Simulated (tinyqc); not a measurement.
Via and link resistance from two via chains.

Problem. A chain of 1000 vias joined by 1000 metal links has R = 1000 (Rv + Rlink), with Rlink proportional to the link length. Find Rv, Rlink for length L, and the value of Rv that the short chain would give if the links were ignored.

resistance of chains of 1000 links with link lengths L and 3 L (ohm): [10300, 15300]

Solution. R per link is a straight line in the link length; its intercept at zero length is Rv.

Rv = 7.80 ohm
Rlink = 2.50 ohm
Rv without correction = 10.3 ohm

Computed by the program tinyqc: `OMP_NUM_THREADS=1 python tinyqc.py 2750080 2750081 out.jsonl`, one thread of a shared Intel Xeon 2.30GHz, about 0.01 s for the whole run.
